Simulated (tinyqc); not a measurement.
Inside a calculation. Model: capillary instabilities by surface diffusion: grooving and agglomeration of films, edge retraction, wire break-up and smoothing of roughness. Computed by tinyqc, a small Python program that keeps every step. Command: `OMP_NUM_THREADS=1 python tinyqc.py 3002648 3002649 out.jsonl dewet walk`. One thread of a shared host (Intel(R) Xeon(R) Processor @ 2.30GHz), about 0.01 s of CPU time with the checks. Intermediate numbers are printed to about 7 digits and carried at full precision; extremes and crossings named in words are read from the listed rows.

Isotropic surface energy; shapes change by surface diffusion alone.

Inputs (values chosen for the exercise, of the order of those of a cobalt film):
```
quantity,value,unit
surface energy gamma_s,2.25,J/m^2
grain-boundary energy gamma_b,1,J/m^2
interface energy gamma_i,1.8,J/m^2
contact angle on the substrate theta,50,degrees
atomic volume Omega,11.1,angstrom^3
surface sites nu,15,1/nm^2
prefactor D0,0.00057,m^2/s
activation energy Q,1.66,eV
temperature T,709,K
time t,4400,s
film thickness h,3.2,nm
grain radius R,9.4,nm
wire radius r,3.2,nm
initial ripple over radius,0.05,-
roughness wavelength lambda,14,nm
```

Grooves: at the surface and the interface.

Constants: k_B = 8.617333262e-05 eV/K; k_B = 1.380649e-23 J/K.

## The Mullins constant

B = D_s nu gamma_s Omega^2/(k_B T), D_s = D0 exp(-Q/(k_B T)).

D_s = 9.038828e-16 m^2/s

B = 383.9744 nm^4/s

length (B t)^(1/4) = 36.05278 nm

Lengths grow as t^(1/4): doubling one takes 16 times as long, or roughly 84 K more.

## Will grooves cut through?

Groove angle beta: sin(beta) = gamma_b/(2 gamma). For circular grains of radius R with spherical caps the groove ends (measured from the mean surface) at the depth R g(beta), g = (2 - 3 cos beta + cos^3 beta)/(3 sin^3 beta). The film parts if R [g(beta_s) + g(beta_i)] > h.

beta_s = 12.83959 degrees

beta_i = 16.12762 degrees

sum of g = 0.1278086

critical R/h = 7.824197

final depth over h = 0.3754379

The grooves stop short by this estimate; triple junctions groove deeper and may still open.

## Groove growth in time

Mullins' isolated groove: depth below the flat surface d = 0.780 m (B t)^(1/4), m = tan(beta_s), width between the ridges 4.6 (B t)^(1/4); time to reach h: (h/(0.780 m))^4/B.

groove depth = 6.409409 nm

groove width = 165.8428 nm

time to reach the substrate = 273.3888 s

Caution: this depth exceeds the film thickness, so the isolated-groove formula no longer applies. Caution: the grooves of neighbouring boundaries overlap, so the depth levels off at its final value. Caution: the grains are too small for the surface groove ever to reach the depth h.

## Retraction of a straight edge

A rim shaped as a circular segment with contact angle theta holds the area h x; its radius r obeys r^2 (theta - sin theta cos theta) = h x. To advance, the edge must carry a strip of the rim height H = r (1 - cos theta) over the rim, driven by the curvature 1/r over the distance r theta (the scaling argument of Brandon and Bradshaw): H dx/dt = B/(theta r^2) gives x^(5/2) = (5/2) B t c^(3/2)/(theta (1 - cos theta) h^(3/2)), c = theta - sin theta cos theta.

retraction x = 198.4848 nm

rim height H = 14.59904 nm

present speed = 0.01804408 nm/s

The rim is 4.6 times the film thickness. x goes as t^(2/5) h^(-3/5): thin films retract faster.

## Break-up of a free wire

A wire with r + A cos(k z) has dA/dt = (B/r^4) (kr)^2 [1 - (kr)^2] A: unstable for wavelengths above 2 pi r, fastest at kr = 1/sqrt 2 with the rate B/(4 r^4); break-up time about (4 r^4/B) ln(r/A0); each wavelength makes a sphere of radius (3 r^2 lambda_m/4)^(1/3).

fastest wavelength = 28.43445 nm

break-up time = 3.272356 s

radius of the spheres = 6.021925 nm

t over the break-up time = 1344.597

The wire breaks up within t. Caution: faceting can stabilise wires along low-index directions.

## Smoothing against break-up

Roughness of wavelength lambda on a flat face decays as exp[-B (2 pi/lambda)^4 t]; the smoothing time is that for a factor e^3.

Times (s); the last column is (h/(0.780 tan beta_s))^4/B:
```
T (K),B (nm^4/s),smoothing,wire break-up,groove to depth h
603,3.805202e+00,1.943283e+01,3.302061e+02,2.758705e+04
638,2.074857e+01,3.563902e+00,6.055845e+01,5.059351e+03
674,9.852384e+01,7.505378e-01,1.275327e+01,1.065471e+03
709,3.839744e+02,1.925802e-01,3.272356e+00,2.733888e+02
744,1.313627e+03,5.629138e-02,9.565131e-01,7.991181e+01
780,4.139376e+03,1.786401e-02,3.035484e-01,2.535993e+01
851,2.978222e+04,2.482886e-03,4.218964e-02,3.524730e+00
```

All times share 1/B, so their ratios do not depend on T: break-up over smoothing is 17. An anneal can smooth this roughness well before the wire breaks. Smoothing is safe for lambda well below 2 pi r, above which a ripple along the wire grows instead. B spans 3.9 decades over these rows.

Checks made by the program: g against the volume of a spherical cap (relative difference below 1e-10).
